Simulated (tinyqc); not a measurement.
# X-ray reflectivity of a thin film on silicon: critical angles, Parratt recursion, fringes and roughness, step by step

A worked calculation. Computed by tinyqc, a small Python program that keeps every step. Command: `OMP_NUM_THREADS=1 python tinyqc.py 3120925 3120926 out.jsonl xrr walk`. One thread of a shared host (Intel(R) Xeon(R) Processor @ 2.30GHz), about 0.01 s of CPU time with the checks. Intermediate numbers are printed to about 5 digits and carried at full precision; extremes and crossings named in words are read from the listed rows.

n = 1 - delta + i beta; the classical electron radius is r_e = 2.8179403e-6 nm. Layer 0 is vacuum, 1 the film, 2 the substrate.

Inputs (values chosen for the exercise, modelled on Si3N4 on silicon, copper K-alpha radiation):
```
quantity                                        value     unit
wavelength lambda                             0.15406       nm
film density rho                                 2.92   g/cm^3
effective electrons per unit mass, film         0.503    mol/g
beta/delta, film                                0.017        -
film thickness d                                   26       nm
roughness of the surface sigma_1                 0.62       nm
roughness of the interface sigma_2               0.22       nm
substrate density                                2.33   g/cm^3
effective electrons per unit mass, substrate    0.507    mol/g
beta/delta, substrate                           0.023        -
grazing angle theta                                 2  degrees
```

Constants: N_A = 6.02214076e+23 1/mol.

## Optical constants

delta = r_e lambda^2 rho_e/(2 pi), rho_e = density x electrons per mass x N_A; critical angle sqrt(2 delta), q_c = 4 sqrt(pi r_e rho_e).

Constants:
```
layer      rho_e (1/nm^3)       delta        beta  critical angle (degrees)  q_c (1/nm)
film               884.51  9.4153e-06  1.6006e-07                   0.24863     0.35396
substrate          711.40  7.5726e-06  1.7417e-07                   0.22298     0.31744
```

The film is denser in electrons than the substrate; X-rays tunnel through a film of a few nanometres, so the edge of total reflection moves to the value of the film only as it thickens.

## Critical angle of the film

The formulas are those given above.

critical angle of the film = 0.24863 degrees

## Reflectivity at one angle

k_j = (2 pi/lambda) sqrt(sin^2 theta - 2 delta_j + 2 i beta_j); r_ij = (k_i - k_j)/(k_i + k_j) x exp(-2 k_i k_j sigma^2) (Nevot-Croce); r = (r_01 + r_12 p)/(1 + r_01 r_12 p), p = exp(2 i k_1 d); R = |r|^2.

k_0, k_1, k_2 (1/nm): 1.4233  1.4123+0.0002i  1.4145+0.0002i

1000 r_01 = 0.83056-0.01440i

1000 r_12 = -0.63226-0.00463i

p = -0.37468-0.91662i

reflectivity R = 1.4518e-06

q = 4 pi sin(theta)/lambda = 2.8467 1/nm

## Fringe period, contrast and decay

Far above the critical angle the period is d theta = lambda/(2 d), or 2 pi/d in q; the envelope runs between (|r_01| - |r_12 p|)^2 and (|r_01| + |r_12 p|)^2; contrast = 2 a b/(a^2 + b^2) with a = |r_01|, b = |r_12 p|; roughness factors on the amplitudes are about exp(-q^2 sigma^2/2).

period in theta = 0.16975 degrees

period in q = 0.24166 1/nm

contrast = 0.96132

roughness factor, surface = 0.21066

roughness factor, interface = 0.82192

## Thickness from the minima

Minima of R theta^4 are located on 6001 points over 7.5 periods, from 1.15 times the larger critical angle. With refraction, sin^2(theta_m) = 2 delta + m^2 (lambda/(2 d))^2, m integer or half-integer; the first six minima are used, and the first order is the one that minimises the largest residual of the least-squares line plus the distance of its intercept from 2 delta. Without refraction, d = lambda/(2 x mean step of sin theta).

Minima:
```
order m  theta (degrees)  sin^2 theta
1                 0.3029   2.7948e-05
2                 0.4219   5.4230e-05
3                 0.5675   9.8100e-05
4                 0.7239   1.5961e-04
5                 0.8854   2.3876e-04
6                 1.0492   3.3527e-04
```

d with refraction = 25.992 nm

d without refraction = 29.573 nm

Against d = 26 nm the errors are -0.03 % with and +13.74 % without refraction. The orders are integers, as r_01 and r_12 have opposite signs for a film denser than the substrate.

## Which roughness does what

R is averaged over one period above each angle (64 points); contrast = (max - min)/(max + min) of R theta^4 over that period. Cases: smooth; only sigma_1; only sigma_2; both.

Mean R and contrast:
```
theta (degrees)    R smooth  contrast  R, sigma_1  contrast, sigma_1  R, sigma_2  contrast, sigma_2     R, both  contrast, both
0.8              4.6830e-04   0.38861  2.7555e-04            0.53432  4.6686e-04            0.37725  2.7418e-04         0.52118
1.2              9.4120e-05   0.37469  2.8853e-05            0.65718  9.3716e-05            0.34967  2.8421e-05         0.62358
1.8              2.0297e-05   0.37618  2.0626e-06            0.96950  2.0073e-05            0.32249  1.8450e-06         0.92406
2.5              5.5831e-06   0.37538  2.2756e-07            0.67281  5.4943e-06            0.27537  1.3160e-07         0.83329
3.5              1.5134e-06   0.37552  5.5589e-08            0.07717  1.4751e-06            0.20408  1.5949e-08         0.16677
```

At 2.5 degrees sigma_1 alone multiplies the mean R by 0.041 and sigma_2 alone by 0.98; the contrast goes from 0.38 (smooth) to 0.67 and 0.28.

Checks made by the program: smooth bare substrate far above q_c against (q_c/2q)^4 (relative difference 1e-03).
